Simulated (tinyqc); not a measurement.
Thermal stress, cracking, delamination and buckling of a thin film; Griffith cracks and misfitting inclusions. Changing the deposition temperature T_d. Computed by tinyqc, a small Python program. Command: `OMP_NUM_THREADS=1 python tinyqc.py 3030445 3030446 out.jsonl filmcrack sweep`. One thread of a shared host (Intel(R) Xeon(R) Processor @ 2.30GHz), about 0.01 s of CPU time with the checks.

Isotropic linear elasticity; the substrate is much thicker than the film; stress is positive in tension.

Inputs (values chosen for the exercise, modelled on a GaN film on silicon):
```
quantity                       value        unit
film Young's modulus E           295         GPa
film Poisson ratio nu           0.21           -
film expansion alpha_f          5.82      1e-6/K
substrate expansion alpha_s      3.2      1e-6/K
final temperature T              300           K
intrinsic stress                 840         MPa
film thickness h                0.86  micrometre
substrate Young's modulus E_s    152         GPa
substrate Poisson ratio nu_s    0.25           -
inclusion radius R               3.3  micrometre
```

Inclusion: sphere.

Method. Thermal strain = (alpha_f - alpha_s)(T_d - T); stress = E/(1 - nu) x strain + intrinsic stress; plane-strain modulus Ebar = E/(1 - nu^2); G0 = stress^2 h/(2 Ebar) is the energy freed per area when a long strip loses its stress across its width. Film material fills a sphere of radius R in the substrate, with the misfit e = thermal strain (it wants to shrink if e > 0). Radial stress at the wall s0 = e/[(1 - 2 nu)/E + (1 + nu_s)/(2 E_s)]; inside it is uniform and hydrostatic; outside s_rr = s0 (R/r)^3, s_tt = -s_rr/2. Keep-out radius: where |s_rr| falls to 10 MPa (R if it is lower at the wall).

One run for each value; columns: (1) deposition temperature T_d (K); (2) film stress (MPa); (3) G0 (J/m^2); (4) radial stress at the wall s0 (MPa); (5) keep-out radius (micrometre):
```
(1)   (2)    (3)    (4)    (5)
350   889  1.101   21.6  4.263
394   932  1.210   40.5  5.261
438   975  1.325   59.5  5.979
525  1060  1.566   97.0  7.038
569  1103  1.696  116.0  7.469
612  1145  1.827  134.5  7.848
656  1188  1.967  153.5  8.201
700  1231  2.113  172.4  8.525
```

Give the missing row, deposition temperature T_d (K) = 481.

Computed row; columns: (1) deposition temperature T_d (K); (2) film stress (MPa); (3) G0 (J/m^2); (4) radial stress at the wall s0 (MPa); (5) keep-out radius (micrometre):
```
(1)   (2)    (3)   (4)    (5)
481  1017  1.441  78.0  6.545
```

Interpolating between the two neighbouring rows (linearly) misses most in keep-out radius (micrometre), by 0.65 %. Over the rows, film stress (MPa) rises from 889 to 1230 (exponent d ln y / d ln x 0.40 between the first rows and 0.55 between the last); G0 (J/m^2) rises from 1.10 to 2.11 (exponent d ln y / d ln x 0.80 between the first rows and 1.1 between the last); radial stress at the wall s0 (MPa) rises from 21.6 to 172 (exponent d ln y / d ln x 5.3 between the first rows and 1.8 between the last). The stress changes by 0.978 MPa per kelvin, E (alpha_f - alpha_s)/(1 - nu).

Caution (rows 656, 700): at a stress above 0.4 % of E a ductile film would yield, and the elastic value is then an upper bound; a brittle film in tension cracks instead.
